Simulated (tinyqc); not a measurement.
Direct against trap-assisted paths: tunnelling through a thin dielectric with one trap, as a tight-binding chain.

Hopping -t everywhere, t = c/(m a^2), c = hbar^2/2m0; lead sites at 2t (band bottom 0), barrier sites 1 to N at 2t + phi, and site j has U besides. No voltage. Leads give S = -t exp(ika) on sites 1 and N, cos(ka) = 1 - E/(2t). T = (2 t sin(ka))^2 |G_1N|^2, G = (E - H - S)^-1. In the barrier cosh(q a) = 1 + (phi - E)/(2t).

Resonance: the lowest eigenvalue of H + S(E), iterated until its real part equals E (40 rounds from Eb = phi + 2t - sqrt(4t^2 + U^2), the level in an endless barrier). With v the normalised squared amplitudes of that state, Gamma_L = 2 t sin(ka) v_1, Gamma_R = 2 t sin(ka) v_N; Breit-Wigner T = Gamma_L Gamma_R/((E - Er)^2 + (Gamma_L + Gamma_R)^2/4).

Constants: hbar^2/2m0 = 3.80998211 eV angstrom^2.

Parameters, chosen for this exercise (barrier and mass of the size used for SiO2 on silicon; shifted at random, so the results belong to these values and not to a real crystal): a = 2.5 angstrom (site spacing); m = 0.48 m0 (mass, the same in leads and barrier); phi = 3.05 eV (conduction edge of the barrier above that of the leads); U = -3.43 eV (extra energy on the trap site).

N odd, the trap in the middle, j = (N + 1)/2. Direct T is that without trap at the energy Er; area = 2 pi Gamma_L Gamma_R/(Gamma_L + Gamma_R). The exponents are the slopes of the logarithms between the last two rows, per angstrom.

Against thickness:

| N | N a (angstrom) | Er (eV) | direct T | area (meV) |
|---|---|---|---|---|
| 5 | 12.5 | 1.3249 | 6.01e-05 | 67.6 |
| 7 | 17.5 | 1.3223 | 7.07e-07 | 7.29 |
| 9 | 22.5 | 1.3220 | 8.37e-09 | 0.792 |
| 11 | 27.5 | 1.3219 | 9.92e-11 | 0.0862 |
| 13 | 32.5 | 1.3219 | 1.18e-12 | 0.00939 |
| 15 | 37.5 | 1.3219 | 1.39e-14 | 0.00102 |
| 17 | 42.5 | 1.3219 | 1.65e-16 | 0.000111 |

exponents (1/angstrom): direct 0.8870, through the trap 0.4435

How do the results move, and what explains it?

The direct path falls as exp(-0.887 d) and the path through a central trap as exp(-0.444 d), 2.00 times more slowly, since each step crosses half the layer. From 5 to 17 sites the first loses 11.6 decades and the second 5.8: in thicker layers even few traps rule the leakage. Inelastic capture with phonons is left out.

tinyqc: `OMP_NUM_THREADS=1 python tinyqc.py 1482337 1482338 out.jsonl`; about 0.04 s, one thread, shared Intel(R) Xeon(R) Processor @ 2.30GHz.
